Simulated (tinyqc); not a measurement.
Nudged elastic band on a two-dimensional model surface: one step, computed by the program tinyqc. Command: `OMP_NUM_THREADS=1 python tinyqc.py 3025222 3025223 out.jsonl neb walk`. One thread of a shared host (Intel(R) Xeon(R) Processor @ 2.30GHz), about 0.06 s of CPU time with the checks.

V(x, y) = -A (cos kx + cos ky) - B cos kx cos ky + (C sin ky + S sin kx)(1 - cos kx), k = 2 pi/a; the atom hops from the minimum at (0, 0) to that at (a, 0).

Task: Stationary points. Newton steps x(new) = x - H^-1 grad V (moves limited to 0.3 angstrom) from (0, 0), (a, 0) and (a/2, 0) give the two minima and the saddle.

Inputs (values chosen for the exercise, for a model surface): amplitude A = 0.1 eV; amplitude B = 0.038 eV; skew C = 0.022 eV; asymmetry S = 0.019 eV; period a = 2.8 angstrom.

Surface: adatom on a square lattice. Climbing image: on.

Give: positions; energies; barrier from the start.

Result:

positions (angstrom), rows start, end, saddle, columns x, y:
```
[[0.000, 0.000],
 [2.800, 0.000],
 [1.271, -0.265]]
```

energies (eV): start -0.2380, end -0.2380, saddle 0.0297

barrier from the start = 0.2677 eV
